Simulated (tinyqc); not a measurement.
# From one set of inputs to another, one input at a time

Model: Debye-Callaway model of lattice thermal conductivity. Computed by tinyqc, a small Python program. Command: `OMP_NUM_THREADS=1 python tinyqc.py 3021011 3021012 out.jsonl callaway ladder`. One thread of a shared host (Intel(R) Xeon(R) Processor @ 2.30GHz), about 0.04 s of CPU time with the checks.

Three acoustic branches with one velocity v, cut at omega_D = k_B Theta/hbar; x = hbar omega/(k_B T). v and Theta are separate inputs: Theta cuts off the heat-carrying modes, so C need not reach 3 k_B/V. gamma is an effective value that sets the umklapp rate.

The inputs printed are set A. Set A is modelled on lead telluride; the values taken over come from a set modelled on gallium nitride. Inputs not listed in the table keep their values of set A, so the rows need not describe a real material.

Inputs (values chosen for the exercise, modelled on lead telluride):

| quantity | value | unit |
|---|---|---|
| sound velocity v | 1850 | m/s |
| Debye temperature Theta | 138 | K |
| volume per atom V | 33.7 | angstrom^3 |
| mean atomic mass M | 167.4 | u |
| effective Grueneisen parameter gamma | 3.78 | - |
| umklapp exponent divisor b | 3 | - |
| alloy fraction f | 0.37 | - |
| mass difference Delta M | 92 | u |
| Casimir length L | 280 | micrometre |
| normal-process factor f_N | 2 | - |
| temperature T | 77 | K |
| probe frequency omega/omega_D | 0.13 | - |

Sample: crystal. Point defects: alloy. Normal processes: included.

Constants: k_B = 1.380649e-23 J/K; hbar = 1.054571817e-34 J s; u = 1.6605390666e-27 kg.

Method:
- For a random alloy on all sites Gamma = f (1 - f) (Delta M/M)^2, with M the mean mass; strain-field scattering is left out. A = V Gamma/(4 pi v^3).
- Rates: point defects A omega^4; umklapp B omega^2 T exp(-Theta/(b T)) with B = hbar gamma^2/(M v^2 Theta); normal processes f_N B omega^2 T (T/Theta)^2. Boundaries: v/L.
- The resistive time is tau_R = 1/(boundary + point-defect + umklapp rates), and the free path is v tau_R.
- kappa_1 = c int tau_C g dx, g = x^4 e^x/(e^x - 1)^2, c = (k_B/(2 pi^2 v)) (k_B T/hbar)^3, over 0 < x < min(Theta/T, 40), by 96 Gauss-Legendre points in s with x = x_max s^2; 1/tau_C = 1/tau_R + 1/tau_N; kappa_2 = c [int (tau_C/tau_N) g dx]^2 / int (tau_C/(tau_N tau_R)) g dx; kappa = kappa_1 + kappa_2.
- Heat capacity C = 3 c int g dx / v^2; grey free path 3 kappa/(C v); the median free path v tau_C halves kappa_1 when the quadrature points are ordered by free path (each counted at half its weight, interpolated in the logarithm); likewise at 10 % and 90 %.

Each row keeps all changes above it:

| input moved | from | to | kappa (W/(m K)) | grey free path (nm) | free path (nm) |
|---|---|---|---|---|---|
| set A | - | - | 2.623 | 7.625 | 514.38 |
| mean atomic mass M (u) | 167.4 | 41.9 | 0.367 | 1.067 | 73.39 |
| volume per atom V (angstrom^3) | 33.7 | 11.4 | 0.585 | 1.702 | 118.41 |
| effective Grueneisen parameter gamma | 3.78 | 1.9 | 1.253 | 3.643 | 242.97 |
| Casimir length L (micrometre) | 280 | 1400 | 1.276 | 3.711 | 243.14 |
| normal-process factor f_N | 2 | 0.39 | 1.711 | 4.974 | 243.14 |
| mass difference Delta M (u) | 92 | 10.3 | 8.618 | 25.056 | 667.77 |
| Debye temperature Theta (K) | 138 | 638 | 94.048 | 18.756 | 62.72 |

Where does the difference come from?

Kappa goes from 2.62 to 94.0, a factor 35.9 in all. The largest single move comes from Debye temperature Theta (a factor 10.9), and mean atomic mass M works against it (a factor 0.140). Grey free path goes from 7.63 to 18.8, a factor 2.46 in all. The largest single move comes from mean atomic mass M (a factor 0.140), but it runs against the net change; the largest move in the direction of the net change is mass difference Delta M (a factor 5.04). Free path goes from 514 to 62.7, a factor 0.122 in all. The largest single move comes from Debye temperature Theta (a factor 0.0939), and mass difference Delta M works against it (a factor 2.75). The single moves hold for this order of the switches; the total does not depend on the order.

Caution (rows set A, mean atomic mass M, volume per atom V, effective Grueneisen parameter gamma, Casimir length L, normal-process factor f_N): for so large a Gamma the Rayleigh formula is only rough near omega_D.

Extremes, crossings and ranges named in words are read from the listed rows.
